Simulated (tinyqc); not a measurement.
Arrhenius plot from several rate windows.

Emission rate en = sn vth(T) Nc(T) exp(-Et/kB T) = sn g T^2 exp(-Et/kB T), g = vth Nc/(300 K)^2, as vth goes as T^0.5 and Nc as T^1.5 (degeneracy factor 1). Each window ew gives the temperature where en = ew.

Values chosen for this exercise; material values close to those of silicon: conduction-band density of states at 300 K Nc = 2.82e19 cm^-3; thermal velocity at 300 K vth = 2.3e7 cm/s; depth of the trap below the conduction edge Et = 0.48 eV; capture cross-section sn = 2.7e-15 cm^2.

Constants: q = 1.602176634e-19 C, kB = 1.380649e-23 J/K. Results are converted to the units shown.

Results:
```
ew (1/s)  T peak (K)  q/kB T (1/eV)  ln(ew/T^2)    ln ew
1.7           206.93         56.079     -10.134  0.53063
5.1           215.09         53.951     -9.1129   1.6292
47            233.64         49.669     -7.0574   3.8501
140           243.92         47.575     -6.0521   4.9416
430           255.44         45.429     -5.0222   6.0638
1300          267.87         43.322     -4.0109   7.1701
3900          281.40         41.239     -3.0108   8.2687
```

Estimate the missing row, ew = 15 1/s.

Computed row:
```
ew (1/s)  T peak (K)  q/kB T (1/eV)  ln(ew/T^2)   ln ew
15            223.73         51.868     -8.1128  2.7081
```

With this row back in the table: The peak rises from 207 to 281 K. ln(ew/T^2) against q/kB T is a straight line of slope -0.4800 eV, the trap depth. Its intercept gives sn = 2.70e-15 cm^2. Leaving out the T^2 gives 0.5214 eV, too high by about 2 kB T.

Program tinyqc, `OMP_NUM_THREADS=1 python tinyqc.py 2050164 2050165 out.jsonl`; Intel Xeon 2.30GHz, shared host, one thread, about 0.01 s.
